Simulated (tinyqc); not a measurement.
Type-II superlattice in the two-band Kane model: sweeps and comparisons. A value that a table varies takes the place of the one given here.

Motion along the axis, period d = a + b, c = hbar^2/2m0. Conduction and light-hole bands couple: (E - Ec)(E - Ev) = Ep c k^2 in each layer, with mass m(E) = (E - Ev)/Ep, which may be negative. The conduction envelope psi and psi'/m(E) are continuous; a layer carries them by [[cos kt, (m/k) sin kt], [-(k/m) sin kt, cos kt]] (cosh and sinh for k^2 < 0), and cos(q d) = tr(M_B M_A)/2. C1 is the first miniband above EvB, with its bottom at tr/2 = +1 and its top at -1; the gap is the bottom of C1 less the top heavy-hole level HH1.

Heavy holes are uncoupled: with e = EvB - E, p = sqrt(mhB e/c), w = sqrt(mhA (EvB - EvA - e)/c), the top level HH1 at q = 0 solves (p/mhB) tan(p b/2) = (w/mhA) tanh(w a/2).

Constants: hbar^2/2m0 = 3.80998211 eV angstrom^2; hc = 1239.841984 eV nm.

Parameters, chosen for this exercise (near those of an InAs/GaSb superlattice; not measured data):
```
symbol  value                         unit      meaning
b       22                            angstrom  layer B
EcA     0                             eV        conduction edge of A
EvA     -0.418                        eV        valence edge of A
EcB     0.932                         eV        conduction edge of B
EvB     0.133                         eV        valence edge of B
EpA     14.4                          eV        coupling energy in A
EpB     17.8                          eV        coupling energy in B
mhA     0.33                          m0        heavy hole in A
mhB     0.27                          m0        heavy hole in B
As      (18, 28, 34, 44, 56, 65, 77)  angstrom  widths of layer A
a       28                            angstrom  layer A
```

## Width of layer A

Bottom of C1 (tr/2 = +1, above EvB), HH1, the gap and hc/gap; widths at which C1 no longer starts above EvB are left out.

Results:
```
a (angstrom)  C1 (eV)  HH1 (eV)  gap (meV)  cut-off (micrometre)
18             0.4425    0.0128      429.7                  2.89
28             0.3183    0.0093      309.0                  4.01
34             0.2676    0.0088      258.7                  4.79
44             0.2067    0.0087      198.0                  6.26
56             0.1578    0.0086      149.1                  8.31
```

How do the results move?

From a = 18 to 56 angstrom C1 falls by 285 meV while HH1 moves by -4.2 meV, so layer A tunes the gap, from 430 to 149 meV. The cut-off shifts by 0.113 micrometre per angstrom at the thin end and 0.171 at the thick end: long wavelengths need tight control of the thickness.

## One band or two

Bottom of C1. One band: (k/mA) tan(k a/2) = (kappa/mB) tanh(kappa b/2) with the edge masses (Ec - Ev)/Ep and barrier EcB - EcA. Second row: mA replaced by m(E). The last column is measured against two bands.

Results:
```
model                  C1 (eV)  gap (meV)  error (meV)
one band, edge masses   0.3169      307.6         -1.4
m(E) in A only          0.2905      281.2        -27.8
two bands               0.3183      309.0          0.0
```

mA = 0.0290 m0
mB = 0.0449 m0

What can be read from the table?

With edge masses C1 errs by -1 meV, 0 % of the gap. The heavier m(E) in A changes it by -26 meV; the treatment of B changes it by +28 meV, since C1 lies 185 meV above the valence edge of B, where its mass is 0.0104 instead of 0.0449.

## What each parameter does

Bottom and width of C1, HH1 and the gap. Each row changes one parameter from the base and keeps the others.

Results:
```
case             C1 (eV)  width (meV)  HH1 (eV)  gap (meV)
base              0.3183        182.0    0.0093      309.0
a = 25 angstrom   0.3493        203.3    0.0097      339.6
b = 25 angstrom   0.3338        156.3    0.0284      305.4
EvB = 0.113 eV    0.3173        178.2   -0.0090      326.3
EcB = 0.982 eV    0.3289        172.3    0.0093      319.6
EvA = -0.448 eV   0.3157        178.8    0.0068      308.8
EpA = 15.6 eV     0.3232        191.1    0.0093      314.0
mhB = 0.31 m0     0.3183        182.0    0.0157      302.6
```

What does this show?

The largest shifts from the base row, up to three for each result and ties (the steps differ in size, so this ranks the rows, not the parameters). C1 (eV): a +0.0311, b +0.0155, EcB +0.0106; unchanged at the printed digits by mhB. width (meV): b -25.8, a +21.2, EcB -9.7; unchanged at the printed digits by mhB. HH1 (eV): b +0.0192, EvB -0.0183, mhB +0.0064; unchanged at the printed digits by EcB and EpA. gap (meV): a +30.6, EvB +17.3, EcB +10.6.

(tinyqc, `OMP_NUM_THREADS=1 python tinyqc.py 1282524 1282525 out.jsonl`, Intel(R) Xeon(R) Processor @ 2.30GHz, 1 thread, shared host, about 0.03 s.)
